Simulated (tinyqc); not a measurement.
# The same raw energies corrected as if they came from other cell sizes

Model: formation energy of a charged point defect from supercell energies. Computed by tinyqc, a small Python program. Command: `OMP_NUM_THREADS=1 python tinyqc.py 3013914 3013915 out.jsonl formation sweep`. One thread of a shared host (Intel(R) Xeon(R) Processor @ 2.30GHz), about 0.01 s of CPU time with the checks.

The host is a compound AB. Making the defect adds n_A = 1, n_B = 0 atoms to the cell. All total energies are inputs. E_F is counted from the valence-band maximum (VBM); x = 0 is A-rich and x = 1 B-rich growth.

Inputs (values chosen for the exercise, with gap and screening modelled on InP):
```
quantity,value,unit
gap E_g,1.36,eV
E_VBM of the host cell,5.749,eV
potential alignment dV,0.12,eV
dielectric constant eps,12.2,-
mu_A of the pure element,-4.368,eV
formation enthalpy dH of AB,-0.801,eV
growth condition x,0.43,-
Fermi level E_F,0.515,eV
temperature T,1400,K
site density N_s,4e+22,cm^-3
```

Defect: A interstitial. Supercell lattice: bcc.

charge states q: [0, -1, -2]

E(defect, q) - E(host), in the order of q (eV): [-2.27, 4.601, 11.45]

Constants: e^2/(4 pi eps_0) = 14.39964548 eV angstrom; k_B = 8.617333262e-05 eV/K.

Method:
- dmu_A = x dH and dmu_B = (1 - x) dH, so that dmu_A + dmu_B = dH; mu = mu(element) + dmu.
- The reservoir term is sum n_i mu_i.
- Image-charge correction of a point charge in a neutralising background: E_corr = q^2 alpha e^2/(4 pi eps_0) / (2 eps L), alpha = 2.888462 for a bcc array with L the cube root of the volume.
- E_f(q, E_F) = [E(defect, q) - E(host)] - sum n_i mu_i + q (E_VBM + dV + E_F) + E_corr(q).
- eps(q/q-1) = E_f(q - 1, 0) - E_f(q, 0).
- E_f(q, E_F) = E_f(q, 0) + q E_F.
- c_q = N_s exp(-E_f(q, E_F)/k_B T), with all degeneracy factors one and no vibrational entropy.

One run for each value:
```
cell length L (angstrom),level (0/-1) (eV),level (-1/-2) (eV),lowest formation energy (eV)
8,1.2151,1.6192,2.44243
11,1.1570,1.4449,2.44243
14,1.1238,1.3453,2.44243
17,1.1023,1.2808,2.44243
21,1.0832,1.2235,2.44243
24,1.0730,1.1931,2.44243
27,1.0651,1.1694,2.44243
30,1.0588,1.1505,2.44243
```

Over the rows, level (0/-1) (eV) falls from 1.22 to 1.06 (exponent d ln y / d ln x -0.15 between the first rows and -0.056 between the last); level (-1/-2) (eV) falls from 1.62 to 1.15 (exponent d ln y / d ln x -0.36 between the first rows and -0.15 between the last); lowest formation energy (eV) does not change. The correction falls as 1/L, so the levels tend to their raw, aligned values.

Caution (rows 8.00, 11.0, 14.0, 17.0): the largest image-charge correction in these energies, q^2 alpha e^2/(8 pi eps_0 eps L) with alpha = 2.888462, exceeds a quarter of the gap; the point-charge term alone is then a rough estimate, usually too large for a charge that is spread out.

Extremes, crossings and ranges named in words are read from the listed rows.
